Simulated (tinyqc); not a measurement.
# Worked calculation: off-state leakage of single and stacked transistors

tinyqc, about 0.03 s, one thread, Intel Xeon 2.30GHz (shared host): `OMP_NUM_THREADS=1 python tinyqc.py 2242216 2242217 out.jsonl` Printed values are rounded.

n-channel devices of unit width. Subthreshold current I(Vg, Vs, Vd) = I0 (T/300 K)^0.5 exp[(Vg - Vs - VT(T) - gb (Vs - Vb) + dd (Vd - Vs))/(nf Vt)] (1 - exp(-(Vd - Vs)/Vt)), VT(T) = VT - cT (T - 300 K). Gate-edge tunnelling Ig (Vd/1 V) exp(ag (Vd - 1 V)), for a gate at 0 V, and band-to-band leakage Ab u exp(-Bb/u), u = Vd - Vb + 1 V, flow at a drain held at V; both are taken as independent of T. In a stack of off transistors (all gates at 0 V) the same subthreshold current passes through each.

Inputs (values chosen for the exercise); values of the order met in bulk silicon logic transistors: temperature T = 378 K; supply voltage V = 0.8 V; threshold at 300 K, zero drain and body bias VT = 0.37 V; fall of the threshold with temperature cT = 0.9 mV/K; current at threshold at 300 K I0 = 0.31 uA/um; slope factor nf = 1.36; drain-induced lowering per volt dd = 0.17; rise of the threshold per volt of source-body bias gb = 0.24; gate-edge tunnelling current at 1 V Ig = 5e-6 uA/um; exponential slope of the gate current ag = 4.8 1/V; prefactor of band-to-band leakage at the drain Ab = 100 uA/(um V); its exponential voltage Bb = 23 V; body voltage Vb = -0.6 V.

Constants: q = 1.602176634e-19 C, kB = 1.380649e-23 J/K, Vt = kB T/q. Results are converted to the units shown.

## Leakage of one transistor

Vg = Vs = 0, Vd = V; effective threshold VT(T) - gb Vb - dd V.

effective threshold = 0.3078 V
parts (nA/um): subthreshold 0.3342202, gate edge 0.001531572, band-to-band 16.52808
total = 16.86383 nA/um
shares (%): subthreshold 1.981876, gate edge 0.009081989, band-to-band 98.00904

The band-to-band part is the largest.

## Starting value

Vx = dd V/(1 + gb + 2 dd), the solution for Vx well above Vt, rounded to three decimals.

Vx at the start = 0.086 V

## Iteration 1: new Vx

Stack of two, Vx the node between them: I_low = I(0, 0, Vx), I_up = I(0, Vx, V), f = ln(I_up/I_low), f' = -(1 + gb + 2 dd)/(nf Vt) - 1/(Vt (exp(Vx/Vt) - 1)) - 1/(Vt (exp((V - Vx)/Vt) - 1)), Vx(new) = Vx - f/f'.

I_low = 0.02004186 nA/um
I_up = 0.02164021 nA/um
f = 0.07673036
f' = -38.02459 1/V
Vx after iteration 1 = 0.08801791 V

## Iteration 2: new Vx

As before.

I_low = 0.02029087 nA/um
I_up = 0.02029402 nA/um
f = 1.550464e-4
f' = -37.87272 1/V
Vx after iteration 2 = 0.08802201 V

## Iteration 3: new Vx

As before.

I_low = 0.02029137 nA/um
I_up = 0.02029137 nA/um
f = 6.085101e-10
f' = -37.87242 1/V
Vx after iteration 3 = 0.08802201 V

## Course of the iteration

Stop when the step is below 1e-11 V, or after 40 iterations.

Course of the iteration:
```
iteration  Vx before the step (V)  step (V)
1                           0.086   2.02e-3
2                      0.08801791   4.09e-6
3                      0.08802201  1.61e-11
4                      0.08802201   < 1e-15
```

Converged in 4 iterations. The subthreshold current of the stack is 0.02029 nA/um, 16.5 times less than that of one transistor (the drain leakage is unchanged); the estimate exp[dd V (1 + gb + dd)/((1 + gb + 2 dd) nf Vt)] gives 15.5.
